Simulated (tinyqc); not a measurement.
Worked calculation: precursor delivery by bubblers, mass-transport growth and the solid composition of a III-V alloy. Computed by tinyqc, a small Python program that keeps every step. Command: `OMP_NUM_THREADS=1 python tinyqc.py 3012258 3012259 out.jsonl movpe_thermo walk`. One thread of a shared host (Intel(R) Xeon(R) Processor @ 2.30GHz), about 0.01 s of CPU time with the checks. Intermediate numbers are printed to about 7 digits and carried at full precision; extremes and crossings named in words are read from the listed rows.

1 sccm = 44.615 micromol/min; 1 torr = 133.322 Pa. The sources decompose fully at the surface.

Inputs (values chosen for the exercise, modelled on trimethylgallium (source 1) and trimethylindium (source 2) for the vapour pressures):
```
quantity                                                                                                  value        unit
bath temperature T1                                                                                         264           K
bath temperature T2                                                                                         304           K
bubbler pressure p_b                                                                                       1400        torr
carrier flow F1                                                                                              16        sccm
carrier flow F2                                                                                              45        sccm
total flow F_t                                                                                              6.2         slm
group-V flow F_V                                                                                             30        sccm
reactor pressure p                                                                                           76        torr
growth temperature T                                                                                        900           K
diffusivity at 273 K and 760 torr                                                                          0.39      cm^2/s
flow cross-section A                                                                                         57        cm^2
distance from the leading edge z                                                                            4.6          cm
lattice constant a                                                                                         5.52    angstrom
interaction L0 of the solid                                                                                5.93      kJ/mol
log10 of p_B,eq over pure BC at 1000 K and 1 torr of group V (exaggerated: liquid indium has about -4.1)   -3.1  log10 torr
enthalpy of that equilibrium H                                                                              339      kJ/mol
```

Alloy: mixing on the group-III sites, with desorption of B.

constants a, b of source 1 (log10 torr, K): 8.066  1703

constants a, b of source 2 (log10 torr, K): 10.52  3014

Constants: k_B = 1.380649e-23 J/K; R = 8.314462618 J/(mol K).

## Bubblers

log10 p_v = a - b/T_bath; molar flow = F x 44.615 x p_v/(p_b - p_v) for a saturated bubbler.

vapour pressure 1 = 41.23276 torr

molar flow 1 = 21.66198 micromol/min

vapour pressure 2 = 4.032054 torr

molar flow 2 = 5.798882 micromol/min

One kelvin of bath error changes flow 1 by 5.8 % and flow 2 by 7.5 %.

## Partial pressures in the reactor

p_i = p n_i/(44615 F_t), F_t in slm; p_V = p F_V/(1000 F_t), counted per molecule supplied; V/III = 44.615 F_V/(n1 + n2); vapour fraction of source 2 = n2/(n1 + n2).

p_1 = 0.005951675 torr

p_2 = 0.001593255 torr

p_V = 0.3677419 torr

V/III ratio = 48.74027

vapour fraction of source 2 = 0.2111689

## Mass transport

Mean velocity u = (F_t/A)(760/p)(T/273); D = D0 (T/273)^1.75 (760/p); boundary layer delta = sqrt(pi D z/u); flux = D dp/(delta k_B T); growth rate = flux x a^3/4.

velocity u = 59.76480 cm/s

D = 31.45606 cm^2/s

boundary layer delta = 2.757930 cm

growth rate per torr of group III = 185.2494 micrometre/(h torr)

Caution: the boundary layer is a quarter or more of the root of the cross-section, so it fills much of the channel and depletion along the flow matters.

## Solid composition

A sticks fully. B desorbs: its surface pressure is p_B* = x gamma_B K/sqrt(p_V), ln gamma_B = L0 (1 - x)^2/(R T), K = 10^(log10 K at 1000 K) exp[-(H/R)(1/T - 1/1000)], p_V in torr. With equal diffusivities x = (p_2 - p_B*)/(p_1 + p_2 - p_B*). Growth rate = rate per torr x p_1/(1 - x).

K/sqrt(p_V) = 1.411764e-05 torr

solid fraction x = 0.2106592

share of B incorporated, 1 - p_B*/p_2 = 0.9969416

growth rate = 1.396791 micrometre/h

Desorption is negligible: the solid copies the vapour.

## Incorporation against temperature

A sticks fully. B desorbs: its surface pressure is p_B* = x gamma_B K/sqrt(p_V), ln gamma_B = L0 (1 - x)^2/(R T), K = 10^(log10 K at 1000 K) exp[-(H/R)(1/T - 1/1000)], p_V in torr. With equal diffusivities x = (p_2 - p_B*)/(p_1 + p_2 - p_B*).

At fixed flows:
```
T (K)  K/sqrt(p_V) (torr)          x  share of B incorporated, 1 - p_B*/p_2
879          4.783204e-06  0.2109940                              0.9989503
916          3.114758e-05  0.2100554                              0.9933245
951          1.602766e-04  0.2055994                              0.9667991
976          4.806241e-04  0.1951082                              0.9055071
1005         1.604442e-03  0.1633995                              0.7296031
1033         4.818355e-03  0.1060485                              0.4431436
1065         1.577427e-02  0.0451589                              0.1766714
1112         7.955860e-02  0.0102701                              0.0387624
```

x equals the vapour fraction 0.211 while gamma_B K/sqrt(p_V) is small against p_1 + p_2 = 0.0075 torr and falls once it is not. Between the last rows the apparent energy R d ln x/d(1/T) is 310 kJ/mol, against H = 339.

Checks made by the program: the sensitivity to the bath against a difference (relative difference below 1e-10).
